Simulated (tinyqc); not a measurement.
Space-charge-limited current through a thin insulating or semi-insulating film with traps: one step, computed by the program tinyqc.

One ohmic injecting contact at x = 0 (field zero), drift only, non-degenerate free carriers.

Task: One point of the curve. Free density n_0 = N_c exp(-E_0/k_B T) in equilibrium; trapped density n_t(n) = N_t/(1 + n_1/n), n_1 = N_c exp(-E_t/k_B T). J = e mu n F and (eps eps_0/e) dF/dx = n - n_0 + n_t(n) - n_t(n_0) = rho(n). With F = J/(e mu n): d = (eps eps_0 J/(e^2 mu)) I_1 and V = (eps eps_0 J^2/(e^3 mu^2)) I_2, I_k = int_(n_L)^infinity dn/(n^(k+1) rho(n)), n_L the density at the anode; with u = n_L/n, 200 Gauss-Legendre points in t, u = 1 - (1 - t)^2. Anode field J/(e mu n_L); Mott-Gurney current (9/8) eps eps_0 mu V^2/d^3; ohmic current e n_0 mu V/d.

Inputs (values chosen for the exercise, modelled on an amorphous oxide semiconductor):

| quantity | value | unit |
|---|---|---|
| permittivity eps | 10 | - |
| band mobility mu | 13 | cm^2/(V s) |
| effective density of states N_c | 4.9e+18 | 1/cm^3 |
| trap density N_t | 9.5e+18 | 1/cm^3 |
| equilibrium Fermi level below the band edge, E_0 | 0.86 | eV |
| thickness d | 31 | nm |
| free density at the anode, in units of N_c | 7.5e-05 | - |
| temperature T | 250 | K |
| trap level E_t below the band edge | 0.27 | eV |

Traps: single level.

Constants: k_B = 8.617333262e-05 eV/K; eps_0 = 8.8541878128e-12 F/m; e = 1.602176634e-19 C.

Give: I_1; I_2; current density J; voltage V; anode field over mean field V/d; trap-free Mott-Gurney current; ohmic current.

Result:

I_1 = 2.932e-34 cm^6

I_2 = 4.022e-49 cm^9

current density J = 3985 A/cm^2

voltage V = 8.135 V

anode field over mean field V/d = 1.984

trap-free Mott-Gurney current = 2.876e+07 A/cm^2

ohmic current = 1.233e-10 A/cm^2

Caution: mu V/d exceeds 1e7 cm/s, so velocity saturation would limit the current.
